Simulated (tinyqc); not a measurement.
What moves the results: complex band structure along [001] in sp3s* tight binding. A value that a table varies takes the place of the one given here.

For k = (0, 0, kz) the phase sums are g0 = cos(phi) and g3 = i sin(phi), phi = kz a/4, and the s, pz, s* orbitals of anion (a) and cation (c) decouple from px, py. With z = exp(i phi), H(z) = H0 + z T + T^T/z for any complex z. H0 is diagonal (Esa, Epa, Exa, Esc, Epc, Exc). The anion-cation block is B(z) = z U + W/z and the cation-anion block z W^T + U^T/z, where U has Vss/2 (s,s), Vsapc/2 (s,z), -Vscpa/2 (z,s), Vxx/2 (z,z), Vxapc/2 (s*,z), -Vpaxc/2 (z,s*), and W has the same values with the s-z and s*-z signs reversed. |z| = 1 is a band state, |z| < 1 decays along [001] as exp(-kappa d) over a distance d, kappa = -(4/a) ln|z|. No spin-orbit coupling.

Values chosen for the exercise (near a published set for Si, fitted to gaps, whose masses and valley positions are rough (light masses up to twice too heavy); the results hold for these values, not for the real material):
```
symbol  value                                                                                           unit      meaning
p       (-4.191, 1.722, -4.191, 1.722, 6.609, 6.609, -8.392, 1.729, 4.549, 5.672, 5.672, 5.387, 5.387)  eV        order Esa, Epa, Esc, Epc, Exa, Exc, Vss, Vxx, Vxy, Vsapc, Vscpa, Vxapc, Vpaxc
a       5.434                                                                                           angstrom  lattice constant
Eg      1.113                                                                                           eV        top of the energy range, the indirect gap
dE      0.83                                                                                            eV        E - Ev
```

## Two branches across an indirect gap

Ev = -0.00700 eV

The smallest kappa with Re kz = 0 and the smallest with Re kz > 0, at energies E from Ev; a dash: no such root.

Decay constants:
```
E/Eg  E (eV)  kappa at Gamma (1/angstrom)  kappa off Gamma (1/angstrom)  its Re kz (2 pi/a)
0.05  0.0556                       0.0517                        0.4289               0.728
0.20  0.2226                       0.1017                        0.3961               0.729
0.35  0.3896                       0.1323                        0.3595               0.730
0.50  0.5565                       0.1553                        0.3175               0.731
0.65  0.7235                       0.1739                        0.2675               0.732
0.80  0.8904                       0.1894                        0.2038               0.734
0.90  1.0017                       0.1983                        0.1449               0.735
0.97  1.0796                       0.2039                        0.0799               0.735
```

The branch from the valence band at Gamma decays more slowly below E/Eg of about 0.82, and the branch from the conduction valley above. The two differ in Re kz, so passing from one to the other needs kz from an abrupt interface, a steep field, a phonon or a defect. Valleys off the [001] axis, such as L, are not seen on these branches.

## Energy and lattice constant

The slowest root of the s-pz block and the heavy-hole branch, sinh^2(kappa a/4) = ((E - Epa)(E - Epc) - Vxx^2)/(Vxx^2 - Vxy^2), at E = Ev + dE with Ev the lower root of [[Epa, Vxx], [Vxx, Epc]]; the couplings are kept when a changes. Each row changes one parameter from the base and keeps the others.

Results:
```
case                slowest kappa (1/angstrom)  heavy-hole kappa (1/angstrom)
base                                    0.1841                         0.2533
dE = 0.86 eV                            0.1867                         0.2563
a = 5.597 angstrom                      0.1787                         0.2460
```

The largest shifts from the base row, up to three for each result and ties (the steps differ in size, so this ranks the rows, not the parameters). slowest kappa (1/angstrom): a -0.0054, dE +0.0027. heavy-hole kappa (1/angstrom): a -0.0074, dE +0.0029. With the couplings fixed, kappa a stays, so kappa scales as 1/a.

Run: tinyqc, `OMP_NUM_THREADS=1 python tinyqc.py 1482021 1482022 out.jsonl`; Intel(R) Xeon(R) Processor @ 2.30GHz, one thread, shared host; about 0.01 s of CPU time with all checks.
